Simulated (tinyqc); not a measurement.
Finite square well with mass mismatch (envelope functions), step by step. Values are carried at full precision from step to step, so a last printed digit may differ when a step is redone from the rounded ones.

A square well of width L and depth V0, mass mw inside and mb outside, energies from the bottom of the well, c = hbar^2/2m0. k = sqrt(mw E/c), kappa = sqrt(mb (V0 - E)/c). psi and psi'/m are continuous at the walls (BenDaniel-Duke), so level n solves k L + 2 atan[(k/mw)/(kappa/mb)] = n pi.

Constants: hbar^2/2m0 = 3.80998211 eV angstrom^2.

Values chosen for the exercise (near those of a strained Si well in SiGe; shifted at random, so the results belong to these values and not to a real crystal):
```
symbol   value  unit      meaning
L        34     angstrom  well width
V0       0.176  eV        barrier height
mw       0.931  m0        mass in the well
mb       0.958  m0        mass in the barrier
alpha_w  0.53   1/eV      non-parabolicity in the well
alpha_b  0.37   1/eV      non-parabolicity in the barrier
```

## How many levels are bound

At E = V0 the arctangent equals pi/2, so level n is bound if k0 L > (n - 1) pi with k0 = sqrt(mw V0/c). Compare with the infinitely deep well, E1(hard) = c (pi/L)^2/mw.

k0 = 0.20738 1/angstrom
k0 L/pi = 2.2444
number of bound levels = 3
E1(hard) = 0.0349 eV

The count does not depend on mb. One more level binds at L = 45.4 angstrom.

## The lowest level by bisection

f(E) = k L + 2 atan[(k/mw)/(kappa/mb)] - pi rises with E. Twelve halvings of [0, V0]: keep the half in which f changes sign.

Bisection:
```
step  low (eV)  high (eV)  midpoint (eV)        k    kappa        f
1      0.00000    0.17600        0.08800  0.14664  0.14875   3.4293
2      0.00000    0.08800        0.04400  0.10369  0.18218   1.4435
3      0.00000    0.04400        0.02200  0.07332  0.19678   0.0835
4      0.00000    0.02200        0.01100  0.05185  0.20369  -0.8665
5      0.01100    0.02200        0.01650  0.06350  0.20026  -0.3519
6      0.01650    0.02200        0.01925  0.06858  0.19853  -0.1266
7      0.01925    0.02200        0.02063  0.07099  0.19766  -0.0198
8      0.02063    0.02200        0.02131  0.07217  0.19722   0.0323
9      0.02063    0.02131        0.02097  0.07158  0.19744   0.0063
10     0.02063    0.02097        0.02080  0.07129  0.19755  -0.0067
11     0.02080    0.02097        0.02088  0.07143  0.19749  -0.0002
12     0.02088    0.02097        0.02093  0.07151  0.19747   0.0031
```

After twelve halvings the bracket is V0/4096 = 0.043 meV wide.

## Bound levels

Solve the condition for each n (six at most). With A = cos(kL/2) for even and sin(kL/2) for odd levels, the probability in the barriers is Pb = (A^2/kappa)/(A^2/kappa + L/2 +/- sin(kL)/(2k)), + for even.

Levels:
```
n  parity  E (eV)  k (1/angstrom)  kappa (1/angstrom)      Pb
1    even  0.0209         0.07144             0.19749  0.0278
2     odd  0.0809         0.14057             0.15467  0.1280
3    even  0.1640         0.20016             0.05503  0.4817
```

The lowest level lies at 60 % of the infinite-well value and decays into the barrier over 1/kappa = 5.1 angstrom.

## Mass in the plane and density of states

To first order in the in-plane energy, 1/m_par = (1 - Pb)/mw + Pb/mb for each subband. Each adds a step D = m_par/(2 pi c) to the density of states per area (spin included, one valley); 1/angstrom^2 = 1e16/cm^2.

Subbands:
```
n  m_par (m0)  D (1e13/(eV cm^2))
1      0.9317              38.921
2      0.9344              39.032
3      0.9438              39.426
```

The mass is taken as isotropic here; the valleys of Si are not, and in the plane they have mt, about 0.19 m0, so their real steps are about five times smaller.

## Levels with energy-dependent masses

Non-parabolic bands: mw is replaced by mw (1 + alpha_w E) and mb by mb (1 - alpha_b (V0 - E)), in k, kappa and the matching condition alike.

Solve the same condition with the energy-dependent masses, and list the shift from the parabolic levels that exist in both.

Levels:
```
n  E (eV)  mass inside  mass outside  shift (meV)
1  0.0210       0.9414        0.9031          0.1
2  0.0794       0.9702        0.9238         -1.5
3  0.1579       1.0089        0.9516         -6.0
```

Level 1 moves by +0.1 meV and level 3 by -6.0 meV. The lighter mass deep in the barrier hardens the wall for low levels; the heavier mass in the well wins higher up.

## Checks

- Lowest level by finite differences (200 cells across the well) against the matching condition, eV: both 0.0209.

tinyqc: `OMP_NUM_THREADS=1 python tinyqc.py 1251787 1251788 out.jsonl`; about 0.01 s, one thread, shared Intel(R) Xeon(R) Processor @ 2.30GHz.
